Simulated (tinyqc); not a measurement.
# Changing the trap level E_t

Model: carrier lifetime from Shockley-Read-Hall, radiative, Auger and surface recombination. Computed by tinyqc, a small Python program. Command: `OMP_NUM_THREADS=1 python tinyqc.py 3002758 3002759 out.jsonl lifetime sweep`. One thread of a shared host (Intel(R) Xeon(R) Processor @ 2.30GHz), about 0.02 s of CPU time with the checks.

Energies are counted from the top of the valence band. Boltzmann statistics, full ionisation, and equal excess densities of electrons and holes.

Inputs (values chosen for the exercise, with bands modelled on ZnSe):
```
quantity                          value        unit
gap E_g                            2.66          eV
electron mass m_e                 0.152         m_0
valleys M_c                           1           -
hole mass m_h                     0.723         m_0
temperature T                       250           K
doping N                        2.8e+15       cm^-3
trap density N_t                8.5e+11       cm^-3
electron cross-section sigma_n  3.9e-17        cm^2
hole cross-section sigma_p      1.5e-14        cm^2
radiative coefficient B         5.8e-10      cm^3/s
Auger coefficient C_n           8.6e-31      cm^6/s
Auger coefficient C_p           2.2e-30      cm^6/s
excess density dn               4.6e+12       cm^-3
generation rate G               9.7e+21  cm^-3 s^-1
diffusion coefficient D             4.9      cm^2/s
```

Doping: n-type. Surface term: none.

Constants: m_0 = 9.1093837015e-31 kg; k_B = 1.380649e-23 J/K; h = 6.62607015e-34 J s; k_B = 8.617333262e-05 eV/K.

Method:
- N_c = 2 M_c (2 pi m_e k_B T/h^2)^(3/2) and N_v = 2 (2 pi m_h k_B T/h^2)^(3/2), masses in units of m_0.
- n_i = sqrt(N_c N_v) exp(-E_g/2 k_B T); majority density N/2 + sqrt(N^2/4 + n_i^2), minority density n_i^2 over it.
- v = sqrt(3 k_B T/m) with m_e or m_h; tau_n0 = 1/(sigma_n v_n N_t), tau_p0 = 1/(sigma_p v_p N_t); n1 = N_c exp(-(E_g - E_t)/k_B T), p1 = N_v exp(-E_t/k_B T).
- With n = n_0 + dn, p = p_0 + dn and U/dn = 1/tau: (n p - n_i^2)/dn = n_0 + p_0 + dn = s; 1/tau_SRH = s/[tau_p0 (n + n1) + tau_n0 (p + p1)]; 1/tau_rad = B s; 1/tau_Aug = (C_n n + C_p p) s; the rates add.
- Radiative efficiency = tau_eff/tau_rad; effective diffusion length = sqrt(D tau_eff).
- dn solves dn/tau_eff(dn) = G (60 bisections in ln dn between 1e-2 and 1e22 cm^-3); the splitting of the quasi-Fermi levels is k_B T ln(n p/n_i^2).

One run for each value:
```
trap level E_t (eV)  tau_SRH at dn (s)  effective lifetime at dn (s)  quasi-Fermi splitting under G (eV)
0.16                        2.7546e-03                    6.1461e-07                              2.3673
0.42                        8.0801e-06                    5.7129e-07                              2.3673
0.68                        8.0643e-06                    5.7121e-07                              2.3673
0.94                        8.0643e-06                    5.7121e-07                              2.3673
1.20                        8.0643e-06                    5.7121e-07                              2.3673
1.46                        8.0643e-06                    5.7121e-07                              2.3673
1.72                        8.0643e-06                    5.7121e-07                              2.3673
1.98                        8.0643e-06                    5.7121e-07                              2.3673
2.24                        8.0643e-06                    5.7121e-07                              2.3673
2.50                        9.5656e-06                    5.7763e-07                              2.3673
```

What does the table show, and why?

Over the rows, tau_SRH at dn (s) goes from 0.00275 through a minimum among these rows, 8.06e-6 at 0.940, to 9.57e-6; effective lifetime at dn (s) goes from 6.15e-7 through a minimum among these rows, 5.71e-7 at 0.940, to 5.78e-7; quasi-Fermi splitting under G (eV) goes from 2.37 through a minimum among these rows, 2.37 at 0.680, to 2.37. Near a band edge n1 or p1 grows, captured carriers are re-emitted and tau_SRH lengthens.

Extremes, crossings and ranges named in words are read from the listed rows.
